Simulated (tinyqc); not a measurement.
## Long-channel MOSFET, surface-potential model: output curve

n-channel transistor on a uniformly doped p-type body, gradual-channel approximation, constant mobility, Boltzmann statistics, full ionisation. Potentials are counted from the neutral body; V is the electron quasi-Fermi potential, Vsb at the source and Vsb + Vds at the drain. Charges are magnitudes per area.

ni = sqrt(Nc Nv) exp(-Eg/(2 Vt)), Eg in volts; phiF = Vt ln(Na/ni); Cox = eps0 eox/tox; gamma = sqrt(2 q eps0 eps_r Na)/Cox. The surface potential psi at channel potential V solves Vgs + Vsb - Vfb - psi = gamma sqrt(G), G = psi - Vt + Vt exp((psi - 2 phiF - V)/Vt). Charge sheet: Qi = Cox gamma [sqrt(G) - sqrt(psi - Vt)]; I = mu (W/L) [integral of Qi dpsi from psi_0 to psi_L (drift) + Vt (Qi0 - QiL) (diffusion)], with psi_0 at V = Vsb and psi_L at V = Vsb + Vds. Pao-Sah: Qi(V) = (Cox gamma/2) integral from 3 Vt to psi of exp((u - 2 phiF - V)/Vt)/sqrt(G(u, V)) du, and I = mu (W/L) integral of Qi dV from Vsb to Vsb + Vds. Square law: VT = Vfb + 2 phiF + gamma sqrt(2 phiF + Vsb), m = 1 + gamma/(2 sqrt(2 phiF + Vsb)), I = mu Cox (W/L) [(Vgs - VT) v - m v^2/2] with v the smaller of Vds and (Vgs - VT)/m, and zero below VT.

Values chosen for this exercise; material values close to those of silicon:
```
symbol    value        unit                                      meaning
T           293           K                                  temperature
Eg         1.14          eV                                     band gap
eps_r      11.6               relative permittivity of the semiconductor
Nc      2.66e19       cm^-3       conduction-band density of states at T
Nv      2.51e19       cm^-3          valence-band density of states at T
Na       5.1e17       cm^-3                 acceptor density of the body
eox        9.03              relative permittivity of the gate insulator
tox         6.3          nm                          insulator thickness
Vfb       -0.45           V                            flat-band voltage
mu          270  cm^2/(V s)                             channel mobility
W            20          um                                   gate width
L             1          um                                  gate length
Vsb         0.5           V                     source-body reverse bias
Vgs        1.24           V                          gate-source voltage
```

Constants: q = 1.602176634e-19 C, kB = 1.380649e-23 J/K, Vt = kB T/q, eps0 = 8.8541878128e-14 F/cm where lengths are in cm. Results are converted to the units shown.

Results:

| Vds (V) | psi_L (V) | QiL (nC/cm^2) | I, charge sheet (uA) | I, Pao-Sah (uA) | I, square law (uA) |
|---|---|---|---|---|---|
| 0.05 | 1.599 | 235.8 | 70.64 | 72.52 | 113.8 |
| 0.11 | 1.649 | 164.6 | 134.2 | 137.8 | 224.8 |
| 0.17 | 1.695 | 98.81 | 175.9 | 180.5 | 307.8 |
| 0.28 | 1.754 | 14.12 | 205.5 | 210.9 | 387.2 |
| 0.34 | 1.763 | 1.860 | 207.6 | 212.9 | 392.7 |
| 0.4 | 1.764 | 0.1812 | 207.8 | 213.2 | 392.7 |
| 0.45 | 1.764 | 0.02513 | 207.8 | 213.2 | 392.7 |
| 0.51 | 1.764 | 0.002336 | 207.8 | 213.2 | 392.7 |

Estimate the missing row, Vds = 0.22 V.

Computed row:

| Vds (V) | psi_L (V) | QiL (nC/cm^2) | I, charge sheet (uA) | I, Pao-Sah (uA) | I, square law (uA) |
|---|---|---|---|---|---|
| 0.22 | 1.728 | 51.86 | 195.7 | 200.8 | 355.5 |

With this row back in the table: The Pao-Sah current rises from 72.5 to 213 uA, while the charge at the drain end falls from 236 to 0.00234 nC/cm^2. The current first comes within 1 % of its last value at Vds = 0.34 V among the rows listed; the square law saturates at (Vgs - VT)/m = 0.318 V. Over the last two rows psi_L moves by less than 1 mV: the drain has lost hold of the surface potential, so the current no longer grows. In the last row the charge sheet is 2.5 % below Pao-Sah and the square law 84 % above it. In every row the surface electron density at the source passes 0.3 Nc, where degeneracy and quantisation, left out here, matter.

tinyqc, about 0.06 s, one thread, Intel Xeon 2.30GHz (shared host): `OMP_NUM_THREADS=1 python tinyqc.py 2360174 2360175 out.jsonl`
